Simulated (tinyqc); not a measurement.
# AlGaN/GaN HEMT with access regions, lumped model: effect of the barrier thickness

A polarisation-induced electron sheet under a Schottky gate, in series with two ungated access regions and contacts. Drift law v = mu E/(1 + mu E/vs) under the gate. Currents in mA/mm, resistances in ohm mm. No self-heating, no channel-length modulation; fits for polarisation, barrier and offset are chosen for the exercise.

sigma = (5e13 x + 1.6e13 x^2) cm^-2, phiB = 0.84 + 1.3 x, dEc = 0.7 (1.71 x + x^2) in volts, Cb = eps0 eps_r/d, VT = phiB - dEc - q sigma/Cb, access density n0 = -Cb VT/q. Access resistance R(L, n) = L/(q mu n sqrt(1 - (I/(q n vs))^2)); Rs = Rc + R(Ls, n0), Rd = Rc + R(Ld, (1 - ft) n0). Vg' = Vg - I Rs, Vd' = Vd - I (Rs + Rd); with u = Vg' - VT, Vc = vs Lg/mu and w the smaller of Vd' and Vc [sqrt(1 + 2 u/Vc) - 1] (0 if negative), the channel gives (mu Cb/Lg)(u w - w^2/2)/(1 + w/Vc). I equals that channel current. Isat is I at Vd = 10 V, gm = dIsat/dVg, Ron the limit of Vd/I at small Vd.

Parameters, values chosen for the exercise; values close to those of AlGaN/GaN structures:
```
symbol,value,unit,meaning
x,0.17,,aluminium share of the barrier
eps_r,9.1,,relative permittivity of barrier and channel
mu,1100,cm^2/(V s),channel mobility
vs,1.4e7,cm/s,saturation velocity
Lg,0.15,um,gate length
Ls,1,um,source access length
Ld,2,um,drain access length
Rc,0.47,ohm mm,resistance of each contact
ft,0,,share of the drain-access electrons removed by traps
Vg,0,V,gate voltage
```

Constants: q = 1.602176634e-19 C, eps0 = 8.8541878128e-14 F/cm where lengths are in cm. Results are converted to the units shown.

Effect of the barrier thickness:
```
d (nm),VT (V),n0 (cm^-2),Ron (ohm mm),Isat (mA/mm),gm (mS/mm)
8,-0.5884,3.699e12,5.772,143.1,288.0
11,-1.123,5.135e12,4.421,303.7,309.6
14,-1.658,5.955e12,3.942,441.2,297.4
18,-2.371,6.623e12,3.639,590.4,271.6
22,-3.083,7.048e12,3.476,709.6,246.3
27,-3.975,7.403e12,3.354,828.3,219.0
33,-5.044,7.686e12,3.265,939.9,192.5
```

As d goes from 8 to 33 nm, Ron falls from 5.77 to 3.27 ohm mm, Isat rises from 143 to 940 mA/mm and gm goes from 288 through a maximum of 310 (at d = 11 nm among the rows listed) to 193 mS/mm. VT falls from -0.588 to -5.04 V. For d = 18 to 33 nm the power passes 5 W/mm, where self-heating, left out here, lowers the current.

Numbers from tinyqc (`OMP_NUM_THREADS=1 python tinyqc.py 2570056 2570057 out.jsonl`; about 0.01 s on one thread of a shared Intel Xeon 2.30GHz).
